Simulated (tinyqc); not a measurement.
## FinFET, parasitic resistance, capacitance and delay: effect of the number of fins

Nf fins under one contact; each has gated perimeter p = 2 Hf + Wf and cross-section A = Hf Wf; contact width Wc = Nf pf, stack height Hs = Hf. Contact length Lc = CPP - Lg - 2 Lsp, shared by two neighbouring gates. Source and drain sides are equal. The formulas are first-order estimates, not field solutions.

Epitaxy sheet resistance Rsh = re/te, transfer length LT = sqrt(rc/Rsh), contact Rc = [sqrt(rc Rsh)/Wc] coth(Lc/(2 LT)); extension of one fin Rx = rx Lsp/A. With N fins: gate Cg = Cinv p N Lg; per side, plate Cp = ks eps0 [Wc (Hs + Hc) - N A]/Lsp, top fringe Cf = (2/pi) ks eps0 Wc ln(1 + Lg/(2 Lsp)), overlap Co = Cinv p N Lov. One fin: I = p Q vx u/(1 + |u|^1.8)^(1/1.8), Q = Cinv n Vt ln(1 + exp((Vg' - VT + dl Vd')/(n Vt))), u = Vd' mu/(vx Lg), Vg' = Vgs - v, Vd' = Vds - 2 v, with the drop on each side v = Rc (sum of I) + Rx I. Ieff = [I(Vgs = Vdd, Vds = Vdd/2) + I(Vdd/2, Vdd)]/2, total currents. With Cs = Cp + Cf + Co, the load of an inverter of two such devices driving an equal one is CL = 2 (Cg + 2 Cs) + 4 Cs + Cw (own drains counted twice for the Miller effect); delay CL Vdd/(2 Ieff).

Values chosen for this exercise; values close to those of silicon logic devices: temperature T = 300 K; fin height Hf = 42 nm; fin width Wf = 7 nm; fin pitch pf = 34 nm; contacted gate pitch CPP = 54 nm; gate length Lg = 20 nm; spacer length Lsp = 6 nm; relative permittivity of the spacer ks = 4; gate height above the channel stack Hc = 15 nm; contact resistivity rc = 1.2e-9 ohm cm^2; resistivity of the source-drain epitaxy re = 0.00029 ohm cm; current-carrying depth of the epitaxy te = 20 nm; resistivity of the extension rx = 0.00053 ohm cm; gate overlap Lov = 1.5 nm; inversion capacitance Cinv = 3.3 uF/cm^2; injection velocity vx = 1.3e7 cm/s; apparent mobility mu = 230 cm^2/(V s); threshold at zero drain voltage VT = 0.3 V; barrier lowering dl = 0.027 V/V; subthreshold factor n = 1.15; wire load Cw = 0.13 fF; supply voltage Vdd = 0.65 V.

Constants: q = 1.602176634e-19 C, kB = 1.380649e-23 J/K, eps0 = 8.8541878128e-12 F/m, Vt = kB T/q. Results are converted to the units shown.

Results:

| Nf | Rc (ohm) | Rx/N (ohm) | Ieff (uA) | CL (aF) | delay (ps) |
|---|---|---|---|---|---|
| 1 | 336.3 | 108.2 | 60.92 | 369.8 | 1.973 |
| 2 | 168.2 | 54.08 | 121.8 | 609.6 | 1.626 |
| 3 | 112.1 | 36.05 | 182.7 | 849.4 | 1.511 |
| 5 | 67.27 | 21.63 | 304.6 | 1329 | 1.418 |
| 6 | 56.06 | 18.03 | 365.5 | 1569 | 1.395 |

Estimate the missing row, Nf = 4.

Computed row:

| Nf | Rc (ohm) | Rx/N (ohm) | Ieff (uA) | CL (aF) | delay (ps) |
|---|---|---|---|---|---|
| 4 | 84.09 | 27.04 | 243.7 | 1089 | 1.453 |

With this row back in the table: As Nf goes from 1 to 6, Ieff rises from 60.9 to 365 uA, CL rises from 370 to 1570 aF and the delay falls from 1.97 to 1.40 ps. From the first row to the last Ieff grows by a factor of 6.00 and CL by 4.24; the first step changes the delay by -18 %, the last by -1.6 %.

Program tinyqc, `OMP_NUM_THREADS=1 python tinyqc.py 2170132 2170133 out.jsonl`; Intel Xeon 2.30GHz, shared host, one thread, about 0.03 s.
